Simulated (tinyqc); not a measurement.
From one set of inputs to another, one input at a time: Raman shift of the zone-centre optical phonon of a diamond-structure crystal under stress. Computed by tinyqc, a small Python program. Command: `OMP_NUM_THREADS=1 python tinyqc.py 3014335 3014336 out.jsonl ramanstress ladder`. One thread of a shared host (Intel(R) Xeon(R) Processor @ 2.30GHz), about 0.02 s of CPU time with the checks.

Axes x, y, z are the cube axes. Strain shifts the threefold optical mode and can split it; p, q and r are the phonon deformation potentials.

The inputs printed are set A. Set A is modelled on germanium; the values taken over come from a set modelled on silicon. Inputs not listed in the table keep their values of set A, so the rows need not describe a real material.

Inputs (values chosen for the exercise, modelled on germanium):
```
quantity                             value      unit
unstrained frequency omega_0         300.7      1/cm
p/omega_0^2                          -1.52         -
q/omega_0^2                          -1.87         -
r/omega_0^2                          -1.07         -
C11                                  127.8       GPa
C12                                  48.38       GPa
C44                                  67.38       GPa
stress sigma (tension positive)        1.9       GPa
polarisation angle phi                  20    degree
temperature coefficient d omega/dT  -0.017  1/(cm K)
local temperature T                    520         K
laser wavelength                       364        nm
```

Stress state: biaxial. Axis: [001].

Constants: h = 6.62607015e-34 J s; c = 299792458 m/s; k_B = 1.380649e-23 J/K.

Method:
- S11 = (C11 + C12)/D, S12 = -C12/D, D = (C11 - C12)(C11 + 2 C12), S44 = 1/C44.
- Equal biaxial stress in the plane normal to the axis (unit vector n): sigma_ij = sigma (delta_ij - n_i n_j).
- eps_xx = S11 sigma_xx + S12 (sigma_yy + sigma_zz), and cyclic; eps_xy = S44 sigma_xy/2 (tensor strain).
- Secular matrix: M_xx = p eps_xx + q (eps_yy + eps_zz), M_xy = 2 r eps_xy; its eigenvalues are omega^2 - omega_0^2, and the shifts are these over 2 omega_0.
- gamma = -(p + 2q)/(6 omega_0^2); the mean of the three shifts is -gamma omega_0 x (volume strain).
- Backscattering from a (001) surface: incident polarisation (cos phi, sin phi, 0). With Raman tensors (R_z)_xy = (R_z)_yx = 1 and cyclic, only the z component u_z of a mode counts: I = u_z^2 sin^2(2 phi) for parallel and u_z^2 cos^2(2 phi) for crossed polarisers. An unresolved line sits at the intensity-weighted shift, which is M_zz/(2 omega_0).
- A temperature above 300 K shifts the line by (d omega/dT)(T - 300 K); divided by the shift per stress it poses as a stress; the total shift adds it to the shift of the observed line. The anti-Stokes to Stokes ratio is [(omega_L + omega_0)/(omega_L - omega_0)]^3 exp(-h c omega_0/(k_B T)) in photon counts, omega_L = 1/wavelength, resonance effects left out.

Each row keeps all changes above it:
```
input moved                           from     to  shift of the observed line (1/cm)  mean shift (1/cm)  total shift (1/cm)
set A                                    -      -                             -5.300            -4.4609              -9.040
C11 (GPa)                            127.8  166.6                             -4.367            -3.8037              -8.107
C12 (GPa)                            48.38  63.92                             -4.051            -3.4022              -7.791
unstrained frequency omega_0 (1/cm)  300.7  520.8                             -7.017            -5.8924             -10.757
q/omega_0^2                          -1.87  -2.42                            -10.016            -7.1247             -13.756
C44 (GPa)                            67.38   79.6                            -10.016            -7.1247             -13.756
p/omega_0^2                          -1.52  -1.89                             -9.242            -7.5391             -12.982
local temperature T (K)                520    400                             -9.242            -7.5391             -10.942
```

Shift of the observed line goes from -5.30 to -9.24, -3.94 in all. The largest single move comes from q/omega_0^2 (-3), and C11 works against it (+0.933). Mean shift goes from -4.46 to -7.54, -3.08 in all. The largest single move comes from unstrained frequency omega_0 (-2.49), and C11 works against it (+0.657). Total shift goes from -9.04 to -10.9, -1.9 in all. The largest single move comes from q/omega_0^2 (-3), and local temperature T works against it (+2.04). The single moves hold for this order of the switches; the total does not depend on the order.

Caution (rows set A): strains above about 1 % call for terms beyond linear order.

Extremes, crossings and ranges named in words are read from the listed rows.
